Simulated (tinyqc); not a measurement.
Wafer bonding and layer transfer: bond energy, gap closing, particles, bonding of dissimilar wafers and hydrogen blisters: one step, computed by the program tinyqc. Command: `OMP_NUM_THREADS=1 python tinyqc.py 3022874 3022875 out.jsonl bond walk`. One thread of a shared host (Intel(R) Xeon(R) Processor @ 2.30GHz), about 0.01 s of CPU time with the checks.

gamma is the energy per area of each of the two surfaces; plates are isotropic.

Problem. Blistering after hydrogen implantation. A flat crack of radius r under a layer of thickness d, as a clamped plate: centre height w = 3 p r^4/(16 E' d^3), volume pi r^2 w/3, energy release G = 3 p^2 r^4/(32 E' d^3), E' = E1/(1 - nu^2). It grows when G = 2 gamma_s. The gas comes from the area pi r^2: p V = (dose x share/2) pi r^2 k_B T, and G = p w/2 = (3/2) N k_B T with N the H2 molecules per area. Share needed: G = 2 gamma_s. The pressure and height at growth are given for r = 10 d.

Inputs (values chosen for the exercise, for model wafers):
```
quantity                                      value        unit
Young's modulus E1                              145         GPa
Poisson ratio nu                               0.26           -
implant depth d                                 1.5  micrometre
hydrogen dose                                   6.8   1e16/cm^2
share of the dose released as H2               0.16           -
surface energy of the weakened plane gamma_s   0.81       J/m^2
anneal temperature T                            700           K
```

Constants: k_B = 1.380649e-23 J/K.

Give: energy release G; share of the dose needed; pressure at growth; height at growth.

Solution.

energy release G = 0.7886 J/m^2

share of the dose needed = 0.3287

pressure at growth = 13.38 MPa

height at growth = 242.1 nm

The released gas does not suffice by this estimate. In this plate limit G depends on neither r nor d.
